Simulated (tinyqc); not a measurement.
Worked calculation: dielectric confinement in a thin film (image charges). Values are carried at full precision from step to step, so a last printed digit may differ when a step is redone from the rounded ones.

A film |z| < t/2 of dielectric constant eps between half-spaces of dielectric constant e2; lam = (eps - e2)/(eps + e2), q = e^2/(4 pi eps0). The self-energy of a band edge is taken with the high-frequency value, e2 = eh, and the field of a fixed ion with the static one, e2 = eo. A charge at z has images lam^|n| at n t + (-1)^n z. Its self-energy is S(z) = (q/2 eps) sum over n >= 1 of lam^n [1/(n t - 2z) + 1/(n t + 2z)] for odd n and 2 lam^n/(n t) for even n; at the centre S(0) = -(q/(eps t)) ln(1 - lam).

Constants: e^2/(4 pi eps0) = 14.39964547 eV angstrom; hbar^2/2m0 = 3.80998211 eV angstrom^2; Ry = 13.60569312 eV.

Values chosen for the exercise (near those of an InGaAs film in vacuum; the results hold for these values, not for the real material):
- t = 36 angstrom (film thickness)
- eps = 13.1 (dielectric constant of the film)
- eh = 1 (high-frequency dielectric constant outside)
- mz = 0.045 m0 (mass across the film)
- eo = 1 (static dielectric constant outside)
- m = 0.043 m0 (mass in the plane)

## Images for a charge at the centre

Give lam, the first five terms (q/eps) lam^n/(n t), their sum and the closed form.

lam = 0.8582

terms (meV): 26.20  11.24  6.43  4.14  2.84

sum of five = 50.86 meV
S(0) = 59.63 meV

The surroundings screen less than the film, so the images repel and each band edge moves outwards: the gap changes by about 2 S = +119 meV.

## Self-energy across the film

S at 2z/t = 0, 0.2, 0.4, 0.6, 0.8 and 0.9, summed to n = 399.

Self-energy:
```
2z/t  z (angstrom)  S (meV)
0.0            0.0    59.63
0.2            3.6    60.76
0.4            7.2    64.77
0.6           10.8    74.70
0.8           14.4   106.81
0.9           16.2   172.11
```

Towards the wall S diverges as (q lam/4 eps)/(distance), an artefact of the abrupt interface that the vanishing envelope makes harmless.

## Shift of the subband edge

First order: <S> over the envelope (2/t) cos^2(pi z/t), beside the confinement energy c (pi/t)^2/mz, c = hbar^2/2m0.

<S> = 65.49 meV
confinement energy = 644.77 meV

|<S>| is 0.10 times the confinement energy; the first goes as 1/t and the second as 1/t^2, so they are equal at t = 354 angstrom.

## Binding of a donor

Donor at the centre, lam from the static eo, trial function cos(pi z/t) exp(-rho/l): E(l) = c/(m l^2) - (q/eps) times the integral over k of F(k t) (1 + (k l/2)^2)^(-3/2), with F(x) = F0 + 2 lam exp(-x) G/(1 - lam exp(-x)), F0 = 2[(1 - exp(-x/2))/x + x (1 + exp(-x/2))/(x^2 + 4 pi^2)], G = 2 sinh(x/2)[1/x - x/(x^2 + 4 pi^2)]; c = hbar^2/2m0. The binding energy is -E at the minimum, counted from the subband edge with its self-energy.

Minimise over l with and without images (lam = 0); Ry* = Ry m/eps^2.

Donor:
```
case         l (angstrom)  binding (meV)  in Ry*
no images            96.4           11.2    3.30
with images          56.9           97.4   28.58
```

Ry* = 3.41 meV

The images change the binding by +86.2 meV, against -2 (q/(eps t)) ln(1 - lam) = +119.3 meV for an orbit much smaller than t. At 300 K the binding is 3.8 kB T, which hinders ionisation.

## Checks

- S(0) from the series against the closed form, meV: both 59.63.
- F(2.3) for lam = 0.8582 from a direct sum over images against the closed form: both 0.9346.

tinyqc: `OMP_NUM_THREADS=1 python tinyqc.py 1250483 1250484 out.jsonl`; about 0.03 s, one thread, shared Intel(R) Xeon(R) Processor @ 2.30GHz.
